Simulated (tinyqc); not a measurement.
Born-von Karman spring model of a cubic crystal with one atom per cell: one step, computed by the program tinyqc.

First neighbours lie at a/2 (1,1,0) (12 of them), second at a (1,0,0) (6), with all permutations and signs; the volume per atom is Omega = a^3/4. Two shells of springs match a real metal only roughly, above all at the zone boundary.

Question. Frequencies at the zone boundary. A neighbour at R with unit vector n couples by the matrix K(R) = kL n n^T + kT (1 - n n^T), and D(q) = (1/M) sum_R K(R) [1 - cos(q.R)]. An eigenvalue lambda of D in eV/(angstrom^2 u) gives nu = 15.6333042 THz x sqrt(lambda).

Inputs (values chosen for the exercise, modelled on copper): atomic mass M = 63.55 u; radial spring k1L = 1.69 eV/angstrom^2; transverse spring k1T = -0.081 eV/angstrom^2; radial spring k2L = 0.02 eV/angstrom^2; transverse spring k2T = -0.0085 eV/angstrom^2.

Lattice: fcc.

Constants: nu for 1 eV/(angstrom^2 u) = 15.6333042 THz.

Give: Frequencies (THz) at points given in 2 pi/a.

Answer.

Frequencies (THz) at points given in 2 pi/a:
```
point               nu 1   nu 2   nu 3
X (1, 0, 0)        4.718  4.718  7.036
L (0.5, 0.5, 0.5)  3.151  3.151  7.127
W (1, 0.5, 0)      4.750  5.979  5.979
K (0.75, 0.75, 0)  4.297  5.665  6.442
```
